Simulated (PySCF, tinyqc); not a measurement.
Inside a calculation (part 2 of 2). Method: G0W0 on RHF in the 3-21g basis, for H3+, spin multiplicity 1. The lowest restricted solution is unstable here: a spin-polarised one lies 0.0001 hartree lower (PySCF). Computed by tinyqc, a small Python program that keeps every step (integrals from PySCF). Command: `OMP_NUM_THREADS=1 python tinyqc.py 21744 21745 out.jsonl` (the two numbers bound the seeds that draw the settings). One thread of a shared host (Intel(R) Xeon(R) Processor @ 2.60GHz), about 0.05 s of CPU time with the checks.

Geometry (angstrom):
```
atom         x         y          z
H     0.000000  0.000000   0.000000
H     0.000000  0.000000   1.063000
H     0.000000  0.417000  -0.993000
```

## G0W0 on Hartree-Fock: HOMO

orbital energies (hartree): MO1 -0.939752, MO2 -0.377898, MO3 -0.038259, MO4 0.707720, MO5 0.813703, MO6 0.964006

excitation energies w (hartree): 0.757139  1.028820  1.748845  1.846331  2.094450

X + Y:
```
             1          2          3          4          5
1>2   0.858984   0.002055   0.000090  -0.041580  -0.000474
1>3  -0.003034   0.930974  -0.017056   0.000760  -0.066582
1>4   0.001594   0.024064   0.969174   0.016698  -0.041886
1>5   0.114683  -0.002914  -0.018138   0.971551  -0.008250
1>6   0.002171   0.139380   0.046814   0.010082   0.947359
```

Given earlier and not repeated: Two-electron integrals over orbitals (pq|rs).

W(p,q,m) = sqrt2 sum_ia (pq|ia) (X+Y)_ia,m; Sigma_c(x) = sum_(i,m) W^2/(x - e_i + w_m) + sum_(a,m) W^2/(x - e_a - w_m); solve x = e_p + Sigma_c(x) by Newton steps; Z = 1/(1 - dSigma/dx); 1 hartree = 27.211386 eV.

The 12 largest terms at x = e_p (hartree; W for the signs of X + Y given):
```
q  m          W       term
2  1   0.139228  -0.014696
1  2   0.094882   0.008750
1  5  -0.113043   0.006101
1  3   0.089693   0.004600
6  5   0.134139  -0.004500
3  2   0.089739  -0.004172
3  5  -0.093327  -0.002907
2  4  -0.080933  -0.002720
4  3   0.071609  -0.001510
6  2  -0.066416  -0.001504
5  1  -0.057841  -0.001333
5  4   0.065494  -0.001192
```

Newton steps (hartree):
```
step          x  Sigma_c(x)         Z
0     -0.939752   -0.015246  0.968544
1     -0.954519   -0.014766  0.968536
2     -0.954518   -0.014766  0.968536
```

quasiparticle energy of the HOMO = -25.973771 eV

Hartree-Fock value = -25.571963 eV

## G0W0 on Hartree-Fock: LUMO

As before.

The 12 largest terms at x = e_p (hartree; W for the signs of X + Y given):
```
q  m          W       term
1  1   0.139228   0.014696
3  1  -0.109106  -0.010854
2  3   0.103254  -0.006096
4  1   0.072669  -0.002866
1  4  -0.080933   0.002720
5  3  -0.083098  -0.002348
4  4  -0.082306  -0.002310
3  4   0.055986  -0.001434
6  1   0.045910  -0.001004
6  4  -0.042053  -0.000555
2  2  -0.015809  -0.000243
5  5  -0.014903  -0.000068
```

Newton steps (hartree):
```
step          x  Sigma_c(x)         Z
0     -0.377898   -0.010448  0.970486
1     -0.388038   -0.010140  0.970564
2     -0.388038   -0.010140  0.970564
```

quasiparticle energy of the LUMO = -10.559055 eV

Hartree-Fock value = -10.283135 eV
